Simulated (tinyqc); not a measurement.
Warping of the constant-energy contours: six-band Luttinger-Kohn model.

Six-band Luttinger-Kohn model in the basis |3/2,3/2>, |3/2,1/2>, |3/2,-1/2>, |3/2,-3/2>, |1/2,1/2>, |1/2,-1/2>, electron energies, zero at the top of the unstrained valence band. H = -[rows: (P+Q, -S, R, 0, -S/r2, r2 R); (-S*, P-Q, 0, R, -r2 Q, r32 S); (R*, 0, P-Q, S, r32 S*, r2 Q); (0, R*, S*, P+Q, -r2 R*, -S*/r2); (-S*/r2, -r2 Q, r32 S, -r2 R, P+Dso, 0); (r2 R*, r32 S*, r2 Q, -S/r2, 0, P+Dso)], r2 = sqrt(2), r32 = sqrt(3/2). Levels are twofold.

P = c g1 k^2 - av tr(e); Q = c g2 (kx^2 + ky^2 - 2 kz^2) - (b/2)(exx + eyy - 2 ezz); R = c sqrt3 [-g2 (kx^2 - ky^2) + 2i g3 kx ky] + (sqrt3/2) b (exx - eyy) - i d exy; S = 2 c sqrt3 g3 (kx - i ky) kz - d (exz - i eyz); c = hbar^2/2m0, e the strain tensor (not engineering shear).

Constants: hbar^2/2m0 = 3.80998211 eV angstrom^2.

Inputs chosen for the exercise (near those of GaSb; the results hold for these values, not for the real material):
```
symbol  value  unit  meaning
Dso     0.761  eV    spin-orbit splitting
g1      13.45        Luttinger gamma1
g2      4.73         gamma2
g3      5.97         gamma3
E_h     40     meV   hole energy below the top
```

No strain (e = 0). In the plane kz = 0, |k| where the top and second pairs lie E_h below the top, against the angle from [100]; m = c k^2/E_h.

Contours:
```
angle (degrees)  k top (1/angstrom)  k second (1/angstrom)  m top (m0)  m second (m0)
0                            0.0513                 0.0216       0.251          0.044
9                            0.0526                 0.0215       0.264          0.044
18                           0.0566                 0.0213       0.305          0.043
27                           0.0629                 0.0211       0.377          0.042
36                           0.0700                 0.0209       0.467          0.041
45                           0.0735                 0.0208       0.515          0.041
```

The heavy contour reaches 1.434 times as far along [110] as along [100], the light one 0.963 times. The warping follows g3 - g2 = 1.24 and would vanish for g2 = g3. Along [100] the heavy mass is 1/(g1 - 2 g2) = 0.251 at any energy, while the light one is 0.0445, against 1/(g1 + 2 g2) = 0.0436 at the edge, for E_h/Dso = 0.05.

Program tinyqc; command `OMP_NUM_THREADS=1 python tinyqc.py 1081248 1081249 out.jsonl`; about 0.1 s on one thread of a shared Intel(R) Xeon(R) Processor @ 2.30GHz.
